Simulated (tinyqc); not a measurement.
Band bending at a free surface with a continuum of surface states, surface photovoltage and Kelvin probe: one step of the calculation.

n-type bulk, xi = Ec - EF = Vt ln(Nc/Nd), p0 = ni^2/Nd, ni = sqrt(Nc Nv) exp(-Eg/(2 Vt)), Eg in volts. b is the upward band bending, u = b/Vt. Space charge per area, in units of q: Qc = sign(b) sqrt((2 eps0 eps_r Vt/q) [(Nd + dn)(exp(-u) - 1) + Nd u + (p0 + dn)(exp(u) - 1)]), with dn the excess density under light (flat quasi-Fermi levels; 0 in the dark). The states hold -Ds (E0 - xi - b): negative while the Fermi level lies above the neutrality level. Neutrality: Qc + Qf + (charge of the states) = 0.

Problem. Work function and Kelvin-probe reading. Work function chi + xi + b; contact potential difference CPD = (work function of the sample) - pt. Depth of EF below Ec at the surface: xi + b. Depletion width Qc/Nd.

Parameters, values chosen for the exercise; band and dielectric values close to those of gallium nitride: temperature T = 350 K; band gap Eg = 3.46 eV; relative permittivity eps_r = 9.53; conduction-band density of states at T Nc = 2.94e18 cm^-3; valence-band density of states at T Nv = 5.9e19 cm^-3; electron affinity chi = 4.09 eV; donor density Nd = 2.9e17 cm^-3; work function of the probe tip pt = 4.75 eV; depth of their neutrality level below the conduction edge E0 = 0.46 eV.

Constants: q = 1.602176634e-19 C, kB = 1.380649e-23 J/K, Vt = kB T/q, eps0 = 8.8541878128e-14 F/cm where lengths are in cm. Results are converted to the units shown.

converged b = 0.35056711 V

Wanted: xi + b; Qc; Qc/Nd; work function; CPD.

Solution.

xi + b = 0.4204 eV
Qc = 9.893e11 cm^-2
Qc/Nd = 34.11 nm
work function = 4.510 eV
CPD = -239.6 mV

The Fermi level lies 39.6 meV above the neutrality level.

Numbers from tinyqc (`OMP_NUM_THREADS=1 python tinyqc.py 2430018 2430019 out.jsonl`; about 0.01 s on one thread of a shared Intel Xeon 2.30GHz).
